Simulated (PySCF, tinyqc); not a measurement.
RHF in the sto-6g basis, for Li-, spin multiplicity 1, step by step. The basis has no diffuse functions, so it cannot describe the extra electron: this is an exercise in the method, not the real anion. The lowest restricted solution is unstable here: a spin-polarised one lies 0.0049 hartree lower (PySCF). Computed by tinyqc, a small Python program that keeps every step (integrals from PySCF). Settings: charge = -1, multiplicity = 1, basis = sto-6g, energy threshold = 1e-09, iteration cap = 64, orthogonalisation = symmetric, start = core, DIIS depth = 0, method = RHF. Command: `OMP_NUM_THREADS=1 python tinyqc.py 21188 21189 out.jsonl` (the two numbers bound the seeds that draw the settings). One thread of a shared host (Intel(R) Xeon(R) Processor @ 2.60GHz), about 0.04 s of CPU time with the checks. Later iterations appear only in the table of the cycle.

## One-electron integrals

Geometry (angstrom):
```
atom         x         y         z
Li    0.000000  0.000000  0.000000
```

Basis sto-6g: exponents (1/bohr^2) and contraction coefficients of normalised primitives:
```
element  l (shell)    exponent  coefficient
Li           s (1)  167.175846     0.009164
Li           s (1)   30.651508     0.049361
Li           s (1)    8.575187     0.168538
Li           s (1)    2.945808     0.370563
Li           s (1)    1.143944     0.416492
Li           s (1)    0.471139     0.130334
Li           s (2)    6.597564    -0.013253
Li           s (2)    1.305830    -0.046992
Li           s (2)    0.405851    -0.033785
Li           s (2)    0.156146     0.250242
Li           s (2)    0.067814     0.595117
Li           s (2)    0.031084     0.240706
Li           p (3)    6.597564     0.003760
Li           p (3)    1.305830     0.037679
Li           p (3)    0.405851     0.173897
Li           p (3)    0.156146     0.418036
Li           p (3)    0.067814     0.425860
Li           p (3)    0.031084     0.101708
```

Overlap, kinetic and nuclear-attraction integrals over the contracted functions; the nuclear repulsion is the sum of Za Zb / Rab.

nuclear repulsion = 0 hartree

overlap S, lower triangle:
```
           1Li 1s    1Li 2s   1Li 2px   1Li 2py   1Li 2pz
1Li 1s   1.000000
1Li 2s   0.235742  1.000000
1Li 2px  0.000000  0.000000  1.000000
1Li 2py  0.000000  0.000000  0.000000  1.000000
1Li 2pz  0.000000  0.000000  0.000000  0.000000  1.000000
```

kinetic energy T (hartree), lower triangle:
```
            1Li 1s    1Li 2s   1Li 2px   1Li 2py   1Li 2pz
1Li 1s    3.616742
1Li 2s   -0.110723  0.106524
1Li 2px   0.000000  0.000000  0.320007
1Li 2py   0.000000  0.000000  0.000000  0.320007
1Li 2pz   0.000000  0.000000  0.000000  0.000000  0.320007
```

nuclear attraction V (hartree), lower triangle:
```
            1Li 1s     1Li 2s    1Li 2px    1Li 2py    1Li 2pz
1Li 1s   -8.067144
1Li 2s   -0.828362  -1.200045
1Li 2px   0.000000   0.000000  -1.199992
1Li 2py   0.000000   0.000000   0.000000  -1.199992
1Li 2pz   0.000000   0.000000   0.000000   0.000000  -1.199992
```

core Hamiltonian H = T + V (hartree), lower triangle:
```
            1Li 1s     1Li 2s    1Li 2px    1Li 2py    1Li 2pz
1Li 1s   -4.450402
1Li 2s   -0.939085  -1.093522
1Li 2px   0.000000   0.000000  -0.879985
1Li 2py   0.000000   0.000000   0.000000  -0.879985
1Li 2pz   0.000000   0.000000   0.000000   0.000000  -0.879985
```

## Two-electron integrals

Functions are numbered as in S; the eight-fold symmetry (ij|kl) = (ji|kl) = (kl|ij) leaves the list below.

Two-electron integrals (ij|kl) in chemists' order, unique and non-zero (hartree):
```
(11|11) 1.681247   (21|11) 0.242603   (21|21) 0.044507   (22|11) 0.397190
(22|21) 0.090279   (22|22) 0.290625   (31|31) 0.009437   (32|31) 0.014261
(32|32) 0.064236   (33|11) 0.397190   (33|21) 0.090279   (33|22) 0.290625
(33|33) 0.313125   (41|41) 0.009437   (42|41) 0.014261   (42|42) 0.064236
(43|43) 0.016875   (44|11) 0.397190   (44|21) 0.090279   (44|22) 0.290625
(44|33) 0.279374   (44|44) 0.313125   (51|51) 0.009437   (52|51) 0.014261
(52|52) 0.064236   (53|53) 0.016875   (54|54) 0.016875   (55|11) 0.397190
(55|21) 0.090279   (55|22) 0.290625   (55|33) 0.279374   (55|44) 0.279374
(55|55) 0.313125
```

## Orthogonalisation

S = U s U^T; symmetric (Loewdin) form X = U s^(-1/2) U^T, so that X^T S X = 1.

eigenvalues of S: 0.764258  1.000000  1.000000  1.000000  1.235742

X, lower triangle:
```
            1Li 1s    1Li 2s   1Li 2px   1Li 2py   1Li 2pz
1Li 1s    1.021726
1Li 2s   -0.122153  1.021726
1Li 2px   0.000000  0.000000  1.000000
1Li 2py   0.000000  0.000000  0.000000  1.000000
1Li 2pz   0.000000  0.000000  0.000000  0.000000  1.000000
```

## Starting guess

The start is the orbitals of the core Hamiltonian; D = 2 C_occ C_occ^T.

D at the start, lower triangle:
```
            1Li 1s    1Li 2s   1Li 2px   1Li 2py   1Li 2pz
1Li 1s    2.117689
1Li 2s   -0.499229  2.117689
1Li 2px   0.000000  0.000000  0.000000
1Li 2py   0.000000  0.000000  0.000000  0.000000
1Li 2pz   0.000000  0.000000  0.000000  0.000000  0.000000
```

## Iteration 1: building the Fock matrix

J_ij = sum D_kl (ij|kl), K_ij = sum D_kl (ik|jl); F = H + J - 0.5 K; E = tr D H + tr D J / 2 - 0.25 tr D K + E_nn.

Coulomb J (hartree), lower triangle:
```
           1Li 1s    1Li 2s   1Li 2px   1Li 2py   1Li 2pz
1Li 1s   4.159254
1Li 2s   0.660501  1.366438
1Li 2px  0.000000  0.000000  1.366439
1Li 2py  0.000000  0.000000  0.000000  1.366439
1Li 2pz  0.000000  0.000000  0.000000  0.000000  1.366439
```

exchange K (hartree), lower triangle:
```
           1Li 1s    1Li 2s   1Li 2px   1Li 2py   1Li 2pz
1Li 1s   3.412383
1Li 2s   0.484432  0.619566
1Li 2px  0.000000  0.000000  0.141777
1Li 2py  0.000000  0.000000  0.000000  0.141777
1Li 2pz  0.000000  0.000000  0.000000  0.000000  0.141777
```

Fock matrix F (hartree), lower triangle:
```
            1Li 1s     1Li 2s   1Li 2px   1Li 2py   1Li 2pz
1Li 1s   -1.997339
1Li 2s   -0.520799  -0.036867
1Li 2px   0.000000   0.000000  0.415565
1Li 2py   0.000000   0.000000  0.000000  0.415565
1Li 2pz   0.000000   0.000000  0.000000  0.000000  0.415565
```

total energy of this density = -7.29524605 hartree

## Iteration 1: diagonalisation and new density

Diagonalise F' = X^T F X, C = X C', fill 2 alpha and 2 beta electrons from the bottom; D = 2 C_occ C_occ^T. Each column has its largest component positive (the first on a tie).

F' = X^T F X (hartree), lower triangle:
```
           1         2         3         4         5
1  -1.955620
2  -0.297562  0.061709
3   0.000000  0.000000  0.415565
4   0.000000  0.000000  0.000000  0.415565
5   0.000000  0.000000  0.000000  0.000000  0.415565
```

orbital energies (hartree): MO1 -1.998595, MO2 0.104685, MO3 0.415565, MO4 0.415565, MO5 0.415565

coefficients C:
```
              MO1        MO2       MO3       MO4       MO5
1Li 1s   0.993772  -0.266948  0.000000  0.000000  0.000000
1Li 2s   0.025150   1.028694  0.000000  0.000000  0.000000
1Li 2px  0.000000   0.000000  1.000000  0.000000  0.000000
1Li 2py  0.000000   0.000000  0.000000  1.000000  0.000000
1Li 2pz  0.000000   0.000000  0.000000  0.000000  1.000000
```

D after iteration 1, lower triangle:
```
            1Li 1s    1Li 2s   1Li 2px   1Li 2py   1Li 2pz
1Li 1s    2.117689
1Li 2s   -0.499229  2.117689
1Li 2px   0.000000  0.000000  0.000000
1Li 2py   0.000000  0.000000  0.000000  0.000000
1Li 2pz   0.000000  0.000000  0.000000  0.000000  0.000000
```

Within a degenerate level the vectors are fixed only up to a rotation; this is one choice.

## Iteration 2: building the Fock matrix

As before.

Coulomb J (hartree), lower triangle:
```
           1Li 1s    1Li 2s   1Li 2px   1Li 2py   1Li 2pz
1Li 1s   4.159254
1Li 2s   0.660501  1.366438
1Li 2px  0.000000  0.000000  1.366439
1Li 2py  0.000000  0.000000  0.000000  1.366439
1Li 2pz  0.000000  0.000000  0.000000  0.000000  1.366439
```

exchange K (hartree), lower triangle:
```
           1Li 1s    1Li 2s   1Li 2px   1Li 2py   1Li 2pz
1Li 1s   3.412383
1Li 2s   0.484432  0.619566
1Li 2px  0.000000  0.000000  0.141777
1Li 2py  0.000000  0.000000  0.000000  0.141777
1Li 2pz  0.000000  0.000000  0.000000  0.000000  0.141777
```

Fock matrix F (hartree), lower triangle:
```
            1Li 1s     1Li 2s   1Li 2px   1Li 2py   1Li 2pz
1Li 1s   -1.997339
1Li 2s   -0.520799  -0.036867
1Li 2px   0.000000   0.000000  0.415565
1Li 2py   0.000000   0.000000  0.000000  0.415565
1Li 2pz   0.000000   0.000000  0.000000  0.000000  0.415565
```

total energy of this density = -7.29524605 hartree

## Iteration 2 (converged): orbitals

As before.

F' = X^T F X (hartree), lower triangle:
```
           1         2         3         4         5
1  -1.955620
2  -0.297562  0.061709
3   0.000000  0.000000  0.415565
4   0.000000  0.000000  0.000000  0.415565
5   0.000000  0.000000  0.000000  0.000000  0.415565
```

orbital energies (hartree): MO1 -1.998595, MO2 0.104685, MO3 0.415565, MO4 0.415565, MO5 0.415565

coefficients C:
```
              MO1        MO2       MO3       MO4       MO5
1Li 1s   0.993772  -0.266948  0.000000  0.000000  0.000000
1Li 2s   0.025150   1.028694  0.000000  0.000000  0.000000
1Li 2px  0.000000   0.000000  1.000000  0.000000  0.000000
1Li 2py  0.000000   0.000000  0.000000  1.000000  0.000000
1Li 2pz  0.000000   0.000000  0.000000  0.000000  1.000000
```

D after iteration 2, lower triangle:
```
            1Li 1s    1Li 2s   1Li 2px   1Li 2py   1Li 2pz
1Li 1s    2.117689
1Li 2s   -0.499229  2.117689
1Li 2px   0.000000  0.000000  0.000000
1Li 2py   0.000000  0.000000  0.000000  0.000000
1Li 2pz   0.000000  0.000000  0.000000  0.000000  0.000000
```

Within a degenerate level the vectors are fixed only up to a rotation; this is one choice.

## Convergence

Stop when the energy changes by less than 1e-09 hartree and every element of the error matrix X^T (F D S - S D F) X is below 9e-06.

Course of the cycle:
```
iteration  E (hartree)     change  largest element of the error matrix
1          -7.29524605          -                             4.35e-16
2          -7.29524605  -5.33e-15                             4.36e-16
```

PySCF RHF in the same basis = -7.29524605 hartree

Converged in 2 iterations.

## Populations

Mulliken: Z minus the diagonal of D S on the atom; Loewdin: the same with S^(1/2) D S^(1/2).

Charges (e):
```
atom   Mulliken    Loewdin
1Li   -1.000000  -1.000000
```
